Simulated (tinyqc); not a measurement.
Current of a Schottky diode by thermionic-emission-diffusion theory, and its read-back from I-V-T and C-V data. Changing the mobility mu. Computed by tinyqc, a small Python program. Command: `OMP_NUM_THREADS=1 python tinyqc.py 3012431 3012432 out.jsonl schottky sweep`. One thread of a shared host (Intel(R) Xeon(R) Processor @ 2.30GHz), about 0.01 s of CPU time with the checks.

Full ionisation, no tunnelling, no recombination current. V is the voltage across the junction itself, forward positive.

Inputs (values chosen for the exercise, modelled on n-type amorphous oxide): Richardson constant A* = 41.4 A/(cm^2 K^2); effective density of states at 300 K, N_c = 5.1e+18 1/cm^3; permittivity eps = 10; barrier without image force phi_0 (mean) = 0.836 eV; doping N = 5.2e+16 1/cm^3; series resistance R_s = 0.25 milliohm cm^2; junction voltage V = 0.28 V; temperature T = 200 K; standard deviation sigma = 33 meV; relative change of sigma^2 with bias, rho = 0.24 1/V.

Barrier: Gaussian spread of heights.

Constants: k_B = 8.617333262e-05 eV/K; e = 1.602176634e-19 C; eps_0 = 8.8541878128e-12 F/m.

Method:
- N_c(T) = N_c (T/300 K)^(3/2); V_bi = phi_0 - (k_B T/e) ln(N_c(T)/N); surface field F = sqrt(2 e N (V_bi - V - k_B T/e)/(eps eps_0)); image lowering d_phi = sqrt(e F/(4 pi eps eps_0)); effective barrier phi = phi_0 - d_phi - sigma^2 (1 - rho V)/(2 k_B T).
- Collection velocity v_R = A* T^2/(e N_c(T)); diffusion velocity v_D = mu F; J = e N_c(T) v_R/(1 + v_R/v_D) exp(-phi/k_B T) [exp(e V/k_B T) - 1].
- Terminal voltage V + J R_s.
- Ideality n = (e/k_B T)/(d ln J/dV) by a central difference of +/- 1 mV; J_0 = J exp(-e V/(n k_B T)); apparent barrier phi_IV = k_B T ln(A* T^2/J_0); a C-V plot gives phi_CV = phi_0, the mean without lowering.

One run for each value:
```
mobility mu (cm^2/(V s))  current density J (A/cm^2)  apparent barrier phi_IV (eV)  ideality factor n  v_D (cm/s)
0.5                                       9.4312e-09                       0.83261             1.0474  4.7034e+04
1.6                                       2.9374e-08                       0.81317             1.0469  1.5051e+05
5                                         8.4792e-08                       0.79527             1.0454  4.7034e+05
16                                        2.1763e-07                       0.77993             1.0419  1.5051e+06
50                                        4.2197e-07                       0.76991             1.0365  4.7034e+06
160                                       6.0607e-07                       0.76492             1.0318  1.5051e+07
500                                       7.0054e-07                       0.76306             1.0293  4.7034e+07
1600                                      7.3775e-07                       0.76242             1.0284  1.5051e+08
5000                                      7.5006e-07                       0.76222             1.0281  4.7034e+08
```

Over the rows, current density J (A/cm^2) rises from 9.43e-9 to 7.50e-7 (exponent d ln y / d ln x 0.98 between the first rows and 0.015 between the last); apparent barrier phi_IV (eV) falls from 0.833 to 0.762 (exponent d ln y / d ln x -0.020 between the first rows and -2.3e-4 between the last); ideality factor n falls from 1.047 to 1.028 (exponent d ln y / d ln x -4.4e-4 between the first rows and -2.7e-4 between the last). At the high end the exponent of current density J is 0.01, close to 0: thermionic emission limits. At the low end the exponent of current density J is 0.98, close to 1: diffusion limits. Reading a diffusion-limited diode with the thermionic formula overstates the barrier by k_B T ln(1 + v_R/v_D).
